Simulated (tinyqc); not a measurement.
Worked calculation: plane-wave Kohn-Sham cycle with exchange-only LDA in a layered model solid. One step of it, computed by the program tinyqc.

Task: Iteration 2: Hamiltonian at one k. H(m,m') = (k + G_m)^2/2 delta + V(G_m - G_m'), with V(-G) = V(G).

A solid whose potential varies along x alone (atomic units):
```
parameter                      value
period a                    4.900000
cross-section of the cell  24.000000
electrons per cell                 4
grid points                       16
plane waves -n..n, n               3
k points                           2
V1 in V1 cos(2 pi x/a)     -0.470000
V2 in V2 cos(4 pi x/a)      0.170000
```

V(G_m), m = 0, 1, 2, ... (hartree): -0.317180  -0.215480  0.088875  0.000312  0.000096  0.000030  0.000004

k = 0.250000 2 pi / a

Give: H.

Result:

H (hartree):
```
         -3       -2       -1       +0       +1       +2       +3
-3   5.9001  -0.2155   0.0889   0.0003   0.0001   0.0000   0.0000
-2  -0.2155   2.2006  -0.2155   0.0889   0.0003   0.0001   0.0000
-1   0.0889  -0.2155   0.1453  -0.2155   0.0889   0.0003   0.0001
+0   0.0003   0.0889  -0.2155  -0.2658  -0.2155   0.0889   0.0003
+1   0.0001   0.0003   0.0889  -0.2155   0.9674  -0.2155   0.0889
+2   0.0000   0.0001   0.0003   0.0889  -0.2155   3.8448  -0.2155
+3   0.0000   0.0000   0.0001   0.0003   0.0889  -0.2155   8.3665
```
